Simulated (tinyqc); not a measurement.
Resistance of a tapered via with liner, size effect and interface: one step of the calculation.

A round via whose diameter grows from db at the bottom as D(z) = db + 2 z/tan(ang). The fill, of diameter D - 2 tl, starts above the bottom liner (thickness fb tl) and has rho = rho0 (1 + ks lam/(D - 2 tl)); the sidewall liner conducts in parallel with it. The bottom liner and the interface are crossed over the full area pi db^2/4. Spreading in the lines above and below is left out.

Task. Total resistance. R_fill = sum of the slices; R_bottom = rl fb tl/(pi db^2/4); R_interface = ri/(pi db^2/4); ballistic (Sharvin) limit 1/(Sb pi (db - 2 tl)^2/4); ideal cylinder rho0 hv/(pi db^2/4).

Inputs (values chosen for the exercise); fill metal close to molybdenum:
- db = 14 nm (diameter at the bottom)
- hv = 21 nm (height)
- rho0 = 5.35 uohm cm (bulk resistivity of the fill)
- tl = 0.5 nm (liner on the sidewall)
- fb = 0.7 (liner at the bottom over that on the sidewall)
- rl = 400 uohm cm (resistivity of the liner)
- ri = 5.2e-13 ohm cm^2 (interface resistivity at the bottom)
- Sb = 1.3e15 S/m^2 (ballistic conductance per area, about 3/(4 rho0 lam))

| slice | slice resistance (ohm) |
|---|---|
| 0 | 2.2263272 |
| 1 | 2.1879110 |
| 2 | 2.1504370 |
| 3 | 2.1138757 |
| 4 | 2.0781985 |
| 5 | 2.0433781 |
| 6 | 2.0093879 |
| 7 | 1.9762027 |

Give: parts; R; shares; ballistic limit; ideal cylinder.

Result.

parts (ohm): fill 16.786, bottom liner 9.0946, interface 0.33780
R = 26.218 ohm
shares (%): fill 64.023, bottom liner 34.688, interface 1.288
ballistic limit = 5.7954 ohm
ideal cylinder = 7.2984 ohm

The fill is the largest part, and R is 3.59 times the ideal cylinder. With 2000 slices R = 26.218 ohm.

Program tinyqc, `OMP_NUM_THREADS=1 python tinyqc.py 2750058 2750059 out.jsonl`; Intel Xeon 2.30GHz, shared host, one thread, about 0.01 s.
